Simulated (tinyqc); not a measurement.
Averaged masses of warped heavy- and light-hole bands, step by step. Values are carried at full precision from step to step, so a last printed digit may differ when a step is redone from the rounded ones.

Constants: Ry = 13.60569312 eV; a0 (Bohr radius) = 0.5291772105 angstrom; kB = 8.617333262e-05 eV/K; hbar^2/2m0 = 3.80998211 eV angstrom^2.

Parameters, chosen for this exercise (near those of GaAs; shifted at random, so the results belong to these values and not to a real crystal):
- g1 = 6.96 (Luttinger gamma1)
- g2 = 2.06 (gamma2)
- g3 = 2.93 (gamma3)
- eps = 12.81 (dielectric constant)
- mso = 0.169 m0 (split-off mass)
- Dso = 0.34 eV (spin-orbit splitting)
- T = 400 K (temperature)

## Other forms of the parameters

Dresselhaus-Kip-Kittel form E = c [A k^2 -/+ sqrt(B^2 k^4 + C^2 (kx^2 ky^2 + ky^2 kz^2 + kz^2 kx^2))] with A = g1, B = 2 g2, C^2 = 12 (g3^2 - g2^2). Spherical form: mu = (6 g3 + 4 g2)/(5 g1), delta = (g3 - g2)/g1, masses 1/(g1 (1 -/+ mu)). Effective rydberg R* = Ry/(g1 eps^2) and radius a* = a0 g1 eps.

A, B, |C|: 6.960  4.120  7.218

mu, delta: 0.7420  0.1250

spherical masses, heavy and light (m0): 0.5568  0.0825

R* = 11.91 meV
a* = 47.2 angstrom

delta/mu = 0.17 measures the warping against the spherical splitting.

## Masses along six directions

Four-band hole energies E = c k^2 f(u), c = hbar^2/2m0, f = g1 -/+ 2 sqrt(g2^2 + 3 (g3^2 - g2^2) s), s = ux^2 uy^2 + uy^2 uz^2 + uz^2 ux^2 for the unit vector u; minus for heavy, plus for light holes; the mass along u is 1/f.

Give s and both masses.

Masses (m0):
```
direction        s   heavy   light
[100]      0.00000  0.3521  0.0903
[110]      0.25000  0.6743  0.0804
[111]      0.33333  0.9091  0.0780
[210]      0.16000  0.5184  0.0834
[311]      0.15702  0.5143  0.0835
[321]      0.25000  0.6743  0.0804
```

The heavy mass grows by a factor of 2.58 from [100] to [111] while the light one shrinks by 14 %; 1/m_heavy + 1/m_light = 2 g1 in every direction.

## Density-of-states masses from three directions

m_d^(3/2) is the angular mean of m(u)^(3/2). The rule mean = (10 F[100] + 16 F[110] + 9 F[111])/35 is exact for cubic harmonics up to sixth order. Total m_d = (m_h^(3/2) + m_l^(3/2))^(2/3).

m^(3/2):
```
direction    heavy    light
[100]      0.20894  0.02711
[110]      0.55376  0.02280
[111]      0.86678  0.02179
```

m_d heavy, light (m0): 0.6596  0.0827

total = 0.6790 m0
share of light holes = 4.2 %

## Averages on a grid

Grid: n x n midpoints in cos(theta) from 0 to 1 and phi from 0 to pi/2, equal weights. m_d = <f^(-3/2)>^(2/3). Conductivity mass for one scattering time: 1/m_c = <|w|^2 f^(-5/2)>/<f^(-3/2)> with w = grad_k(k^2 f)/(2 k), that is |w|^2 = f^2 + |angular gradient of f|^2/4.

Use n = 40.

m_d heavy, light (m0): 0.6176  0.0823

m_c heavy, light (m0): 0.4799  0.0817

The three-direction rule differs from the grid by +6.81 % for heavy holes. Warping makes m_c of the heavy holes 22 % smaller than m_d; on a sphere the two are equal.

## Effective density of states

Nv = 2 (kT/(4 pi c))^(3/2) [m_h^(3/2) + m_l^(3/2) + mso^(3/2) exp(-Dso/kT)], c = hbar^2/2m0, parabolic bands, m_h and m_l the density-of-states masses from the grid; 1 angstrom^-3 = 1e24 cm^-3.

prefactor = 3.8635e+19 cm^-3

the three terms: 0.48531  0.02360  0.00000

Nv = 1.966e+19 cm^-3

shares (%): 95.4  4.6  0.0

kT/Dso = 0.10, small enough for the four-band form.

## Checks

- m_d and m_c of heavy holes for g2 = g3 against 1/(g1 - 2 g3): they agree to 1e-10 or better.
- m_d of heavy holes on grids of 40 and 160: 0.6176 against 0.6175.

Computed by tinyqc, a small Python program: `OMP_NUM_THREADS=1 python tinyqc.py 1080809 1080810 out.jsonl` (the numbers bound the seed that draws the inputs); one thread of a shared host (Intel(R) Xeon(R) Processor @ 2.30GHz), about 0.04 s for the whole set of steps.
